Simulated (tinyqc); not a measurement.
Resonant-tunnelling diode, transfer matrices and Tsu-Esaki current: one step of the calculation.

Emitter (band edge 0), barrier d1, well Lw, barrier d2, collector (edge -V). The bias drops linearly over these layers and none in the contacts; each layer is cut into ns equal slices, flat at the value of their centres. E is the energy of motion across the layers, C = hbar^2/(2 m0), psi and psi'/m are continuous. Transport is coherent, T(E) is taken as independent of the transverse momentum, and charge in the well is ignored.

Problem. Breit-Wigner parameters from a parabola through 1/T(E). Near a resonance 1/T(E) = (1/Tp) [1 + (2 (E - Er)/G)^2]. With y = 1/T(E) at E0 - h, E0, E0 + h: a = (y1 + y3 - 2 y2)/(2 h^2), b = (y3 - y1)/(2 h), Er = E0 - b/(2 a), 1/Tp = y2 - b^2/(4 a), G = 2 sqrt(1/(Tp a)), tau = hbar/G.

Constants: q = 1.602176634e-19 C, hbar = 1.054571817e-34 J s. Results are converted to the units shown.

three energies (eV): [0.020233, 0.021733, 0.023233]
T(E) at these energies: [0.43592749, 0.90848497, 0.47290921]

Wanted: Er; Tp; G; tau.

Solution.

Er = 0.02179 eV
Tp = 0.9100
G = 2.994 meV
tau = 219.9 fs

The true maximum of T(E) lies at 0.021728 eV with height 0.9085 and full width 3.009 meV; the fitted G is 0.52 % below that width.

tinyqc, about 0.08 s, one thread, Intel Xeon 2.30GHz (shared host): `OMP_NUM_THREADS=1 python tinyqc.py 2600026 2600027 out.jsonl`
